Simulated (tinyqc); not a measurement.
# A double barrier with mass mismatch, transfer matrices: two studies

One electron of energy E comes from the left lead (band edge 0); no transverse momentum. Parabolic bands, masses in units of m0, C = hbar^2/(2 m0); psi and psi'/m are continuous at every interface. Barrier d1, well Lw, barrier d2; the right lead equals the left one.

Inputs (values chosen for the exercise); masses and offsets of a made-up heterostructure: mass in the left lead mL = 0.18 m0; barrier height U1 = 0.54 eV; barrier mass m1 = 0.25 m0; width of the first barrier d1 = 1.3 nm; well width (edge 0, mass mL) Lw = 3.2 nm; width of the second barrier d2 = 1.3 nm.

Constants: q = 1.602176634e-19 C, hbar = 1.054571817e-34 J s, m0 = 9.1093837015e-31 kg, hbar^2/(2 m0) = 0.0380998212 eV nm^2. Results are converted to the units shown.

Each table varies one quantity; the others keep the values above.

## Resonance against the width of both barriers

Both barriers are given the width d1. For the pair (psi, psi'/m) a flat layer has M = [[cos kd, (m/k) sin kd], [-(k/m) sin kd, cos kd]] with k = sqrt(m (E - U)/C) above its edge U, and M = [[cosh Kd, (m/K) sinh Kd], [(K/m) sinh Kd, cosh Kd]] with K = sqrt(m (U - E)/C) below it. The matrices are multiplied with later layers to the left. With M acting on (psi, psi'/m) and v = k/m in each lead, T(E) = 4 vL vR/[(vL vR M12 - M21)^2 + (vR M11 + vL M22)^2]. The lowest resonance is the first maximum of T(E); its width is the full width at half maximum, and tau = hbar/width.

The same in every row: peak T(E) = 1.000.

Resonance against the width of both barriers:
```
d1 (nm),E_r (eV),width (meV),tau (fs)
0.78,0.09134,11.83,55.64
1.04,0.09349,4.829,136.3
1.3,0.09439,1.988,331.1
1.56,0.09477,0.8187,803.9
1.82,0.09492,0.3371,1953
2.08,0.09499,0.1387,4746
2.34,0.09501,0.05706,1.154e4
```

The width falls from 11.8 to 0.0571 meV and tau rises from 55.6 to 11500 fs, while the peak T(E) stays at 1 for this symmetric structure. Between the last two rows ln(width) falls by 3.42 a nanometre, against 2K = 3.42 1/nm at E_r.

## Transmission against energy

Same model as above.

The last column is exp(-2 sum K d) over the layers with U > E.

Results:
```
E (eV),T(E),exp(-2 sum K d)
0.043,6.879e-5,8.351e-5
0.128,0.002245,1.936e-4
0.212,0.001933,4.863e-4
0.297,0.01244,0.001407
0.381,0.5893,0.004935
0.465,0.04199,0.02605
0.55,0.04109,1.000
0.634,0.09012,1.000
0.719,0.3811,1.000
0.888,0.5899,1.000
0.972,0.5087,1.000
```

Estimate the missing row, E = 0.803 eV.

Computed row:
```
E (eV),T(E),exp(-2 sum K d)
0.803,0.9873,1.000
```

With this row back in the table: T(E) runs from 6.88e-5 at 0.043 eV to 0.509 at 0.972 eV; among the rows its largest value is 0.987 at 0.803 eV. Below the barriers it exceeds exp(-2 sum K d) by up to a factor of 119 (at 0.381 eV), which marks a resonance or miniband close to that energy.

Range of the model: Masses are held fixed, although real bands cease to be parabolic a few tenths of an eV from their edges (inside a barrier too).

Computed by the program tinyqc: `OMP_NUM_THREADS=1 python tinyqc.py 2560134 2560135 out.jsonl`, one thread of a shared Intel Xeon 2.30GHz, about 0.06 s for the whole run.
